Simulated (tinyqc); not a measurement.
# Changing the mean current density

Model: electroplating on a thin resistive seed layer: kinetics, Wagner number and the terminal effect across a wafer. Computed by tinyqc, a small Python program. Command: `OMP_NUM_THREADS=1 python tinyqc.py 3120663 3120664 out.jsonl terminal sweep`. One thread of a shared host (Intel(R) Xeon(R) Processor @ 2.30GHz), about 0.06 s of CPU time with the checks.

Current enters the seed at the rim. The bath is treated as a local resistance per area (no lateral flow in the liquid), two electrons per ion, molar volume 7.11 cm^3/mol, Faraday constant F = e N_A, kinematic viscosity 0.01 cm^2/s, omega = 2 pi x rpm/60; k_B T/e is in volts.

Inputs (values chosen for the exercise, of the order of those for copper plating from an acid sulfate bath):
```
quantity                             value         unit
wafer radius R                         7.5           cm
seed thickness t                        10           nm
seed resistivity                       9.4  microohm cm
bath conductivity kappa               0.11         S/cm
gap to the anode h                     5.5           cm
extra resistance of a porous plate       0     ohm cm^2
exchange current density i_0          0.49      mA/cm^2
cathodic transfer coefficient alpha   0.42            -
diffusivity of the metal ion         5e-06       cm^2/s
metal ion concentration               0.42        mol/L
rotation rate                          100          rpm
temperature T                          298            K
```

Constants: e = 1.602176634e-19 C; N_A = 6.02214076e+23 1/mol; k_B = 8.617333262e-05 eV/K.

Method:
- Growth rate = i V_m/(2 F). Levich limit i_L = 0.62 x 2 F D^(2/3) omega^(1/2) nu^(-1/6) c. Tafel overpotential eta = (k_B T/(alpha e)) ln(i/i_0); kinetic resistance k_B T/(alpha e i); bath resistance h/kappa + plate; R_s = resistivity/t; Wagner number = kinetic resistance x kappa/R.
- Linearised: with R_t = kinetic + bath resistance the current density obeys (1/r)(r i')' = i R_s/R_t, so i = A I_0(r/l), l = sqrt(R_t/R_s); with x = R/l, edge/centre = I_0(x) and edge/mean = x I_0(x)/(2 I_1(x)).
- Voltage drop in the seed for a uniform current: i R_s R^2/4.
- Full model: seed potential phi(r) with (1/r)(r phi')' = R_s i, where i solves phi = R_b i + (k_B T/(alpha e)) ln(i/i_0) (phi being the driving voltage left at r); phi'(0) = 0 and phi'(R) = R_s i_mean R/2. Solved by collocation to a tolerance of 1e-7.

One run for each value; columns: (1) mean current density (mA/cm^2); (2) edge over centre, full model; (3) kinetic resistance (ohm cm^2); (4) growth rate (nm/min); (5) drop for uniform current (mV):
```
(1)      (2)     (3)     (4)     (5)
2.1   3.3595  29.115    46.4   277.6
3.3   3.8837  18.528    73.0   436.2
5.4   4.4151  11.323   119.4   713.8
8.7   4.8553   7.028   192.3  1150.0
14.0  5.2045   4.367   309.5  1850.6
23.0  5.4743   2.658   508.5  3040.3
37.0  5.6552   1.652   818.0  4890.9
60.0  5.7793   1.019  1326.4  7931.2
```

Over the rows, edge over centre, full model rises from 3.36 to 5.78 (exponent d ln y / d ln x 0.32 between the first rows and 0.045 between the last); kinetic resistance (ohm cm^2) falls from 29.1 to 1.02 (exponent d ln y / d ln x about -1.00 throughout); growth rate (nm/min) rises from 46.4 to 1330 (exponent d ln y / d ln x about 1.0 throughout).

Caution (rows 37.0, 60.0): the mean current exceeds 0.3 i_L, so depletion of metal ions, left out of the distribution, matters. Caution (rows 37.0, 60.0): at the rim the current nears the limiting value, which would flatten the real profile.
